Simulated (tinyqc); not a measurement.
Chemical shift by three methods: effective-mass impurity with a central-cell term, in a basis of Slater functions. Computed by tinyqc, a small Python program. Command: `OMP_NUM_THREADS=1 python tinyqc.py 3016645 3016646 out.jsonl centralcell walk`. One thread of a shared host (Intel(R) Xeon(R) Processor @ 2.30GHz), about 0.01 s of CPU time with the checks.

The envelope obeys H = -nabla^2 - (2/r) [Z + A exp(-kappa r)] in effective units, with kappa = a*/lambda; positive A deepens the well near the core.

Inputs (values chosen for the exercise, for a model semiconductor):
```
quantity                   value      unit
effective mass m           0.406       m_0
dielectric constant eps     7.68         -
charge Z of the core           1         -
central-cell strength A      6.2         -
central-cell range lambda   0.72  angstrom
```

Impurity: acceptor, one isotropic band.

Constants: Ry = 13.605693123 eV; a_0 = 0.529177210903 angstrom.

Method:
- Units: Ry* = Ry m/eps^2 and a* = a_0 eps/m, with m in m_0.
- kappa = a*/lambda; the hydrogenic ground state is bound by Z^2 Ry*.
- For s functions exp(-zeta r), with s = zeta_i + zeta_j: S = 2/s^3, T = zeta_i zeta_j S, V = -2 Z/s^2, W = -2 A/(s + kappa)^2; each function is normalised by dividing by sqrt(S_ii S_jj).
- Large basis: zeta_i = 0.06 x 1.6^(i-1), i = 1..22, same formulas; for p functions r exp(-zeta r): S = 24/s^5, T = zeta_i zeta_j S (centrifugal term included), V = -12 Z/s^4, W = -12 A/(s + kappa)^4; overlap eigenvalues below 1e-11 are dropped.
- First order: shift = 8 A Z^3/(2 Z + kappa)^2 Ry*. One exponent: minimise zeta^2 - 2 Z zeta - 8 A zeta^3/(2 zeta + kappa)^2 by golden section on 0.2 to 6 Z. All shifts are the binding beyond Z^2 Ry*.

kappa = 13.9028 1/a*

Ry* = 93.6536 meV

hydrogenic binding energy = 93.6536 meV

Shift of the 1s binding energy (meV):
```
A      first order  one exponent  large basis
-6.20      -18.368       -13.626       -11.00
-3.10       -9.184        -7.790        -6.86
0.62         1.837         1.908         1.97
1.55         4.592         5.072         5.53
3.10         9.184        11.396        13.90
6.20        18.368        31.515        53.68
7.75        22.960        51.324       108.62
```

The three columns are ordered, first order <= one exponent <= large basis, since each is a variational bound with more freedom. At the largest attractive A first order gives 21 % and one exponent 47 % of the shift; at the most repulsive A the true shift is -11.000 meV against -18.368. Attraction pulls the envelope in and feeds itself, repulsion pushes it out and saturates.

Extremes, crossings and ranges named in words are read from the listed rows.
